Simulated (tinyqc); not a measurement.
# Heat flow across a film from the phonon Boltzmann equation in the relaxation-time approximation, step by step

A worked calculation. Computed by tinyqc, a small Python program that keeps every step. Command: `OMP_NUM_THREADS=1 python tinyqc.py 3021752 3021753 out.jsonl slabbte walk`. One thread of a shared host (Intel(R) Xeon(R) Processor @ 2.30GHz), about 0.01 s of CPU time with the checks. Intermediate numbers are printed to about 6 digits and carried at full precision; extremes and crossings named in words are read from the listed rows.

Two black walls, hot at x = 0 and cold at x = L, emit phonons isotropically. For one free path Lambda, with tau = x/Lambda, tau_L = L/Lambda and phi = (T - T_cold)/Delta T, energy balance gives phi(tau) = (1/2) [E2(tau) + int_0^tau_L phi(s) E1(|tau - s|) ds]; E_n are the exponential integrals. The flux over the ballistic flux C v Delta T/4 is psi = 1 - 2 int_0^tau_L phi(s) E2(s) ds, and kappa_eff/kappa = (3/4) tau_L psi. kappa = C v Lambda/3 is an input, so at fixed kappa a longer free path means a smaller C v.

Inputs (values chosen for the exercise, modelled on sapphire): bulk conductivity kappa = 36.4 W/(m K); film thickness L = 30 nm; wall temperature difference Delta T = 2.6 K; free path Lambda_1 = 25 nm; free path Lambda_2 = 190 nm; share f_2 of kappa = 0.29; cells n in the small system = 6.

Free-path groups: two.

## The small linear system for Lambda_1

Cut the film into n equal cells with constant phi, collocated at the centres c_i: the kernel integrates to A_ij = |E2(|c_i - e_j|) - E2(|c_i - e_(j+1)|)|/2 for cell edges e_j, and A_ii = 1 - E2(half a cell); solve (1 - A) phi = E2(c)/2; psi = 1 - 2 sum_j phi_j [E3(e_j) - E3(e_(j+1))].

optical thickness tau_L = 1.2

1 - A:
```
[[0.722545, -0.126715, -0.071236, -0.045848, -0.031271, -0.022062],
 [-0.126715, 0.722545, -0.126715, -0.071236, -0.045848, -0.031271],
 [-0.071236, -0.126715, 0.722545, -0.126715, -0.071236, -0.045848],
 [-0.045848, -0.071236, -0.126715, 0.722545, -0.126715, -0.071236],
 [-0.031271, -0.045848, -0.071236, -0.126715, 0.722545, -0.126715],
 [-0.022062, -0.031271, -0.045848, -0.071236, -0.126715, 0.722545]]
```

right-hand side E2(c)/2: [0.361273, 0.234558, 0.163322, 0.117474, 0.0862021, 0.0641405]

flux weights E3(e_j) - E3(e_(j+1)): [0.148055, 0.0946589, 0.0657358, 0.0472268, 0.0346318, 0.0257573]

## Temperature profile and flux in the small system

In short, (1 - A) phi = b and psi = 1 - 2 sum_j w_j phi_j, with b the right-hand side and w_j the flux weights; the cells divide 0 to tau_L.

phi at the cell centres: [0.717164, 0.626525, 0.541750, 0.458250, 0.373475, 0.282836]

psi, small system = 0.514082

## Fine solution for Lambda_1

Use 150 and 300 cells and extrapolate psi = (4 psi(300) - psi(150))/3. The jump at the hot wall is 1 - phi there (linear extrapolation from the first two of 300 cells). Two-flux (diffusion with slip) formula: psi = 1/(1 + 3 tau_L/4).

psi for Lambda_1 = 0.510376

kappa_eff/kappa for Lambda_1 = 0.459338

jump at the wall / Delta T for Lambda_1 = 0.222799

psi, two-flux formula = 0.526316

The small system misses psi by +0.73 % and the two-flux formula by +3.1 %. For Lambda_1 alone: Jumps at the walls and the gradient inside share Delta T.

## Conductivity, flux and boundary resistance of the film

Each group is solved on its own with 150 and 300 cells, psi = (4 psi(300) - psi(150))/3, and weighted by its share of kappa (f_1 is what the others leave); exchange of energy between groups inside the film is left out. Flux J = kappa_eff Delta T/L; apparent boundary resistance per wall (L/kappa_eff - L/kappa)/2.

kappa_eff = 12.9657 W/(m K)

kappa_eff/kappa = 0.356200

flux J = 1.12369 GW/m^2

apparent resistance per wall = 0.744811 m^2 K/GW

## Exact and approximate size effects

Two-flux: kappa_eff/kappa = sum f_i/(1 + 4 Lambda_i/(3 L)). Matthiessen with the thickness: sum f_i/(1 + Lambda_i/L). Ballistic limit: sum f_i 3 L/(4 Lambda_i).

Kappa_eff/kappa:
```
L (nm)  Boltzmann   two-flux  Matthiessen  ballistic limit
0.75    0.0163824  0.0164795    0.0218198        0.0168336
2.5     0.0515867  0.0523688    0.0683117        0.0561118
6.2      0.115350   0.118277     0.150254         0.139157
15       0.229200   0.236556     0.287470         0.336671
38       0.404554   0.416050     0.476587           0.8529
100      0.603369   0.614575        0.668          2.24447
250      0.761482   0.770510     0.810227          5.61118
620      0.873748   0.879653     0.904456          13.9157
```

The two-flux formula lies above the Boltzmann result by at most about 3.2 % (at L = 15 nm); the Matthiessen form is high by up to 33 %, since it misses the factor 3/4 of the ballistic limit. The thinnest film reaches 97 % of that limit, and the thickest, 25 Lambda_1, only 87 % of the bulk value: the long free paths keep the size effect alive far beyond Lambda_1. Rows below about 10 nm are near the phonon wavelength, where a particle picture fails.

Checks made by the program: symmetry phi(tau) + phi(tau_L - tau) = 1 (relative difference below 1e-10); thick-film limit psi = 1/(3 tau_L/4 + 1.0657) at tau_L = 20 (relative difference 2e-04).
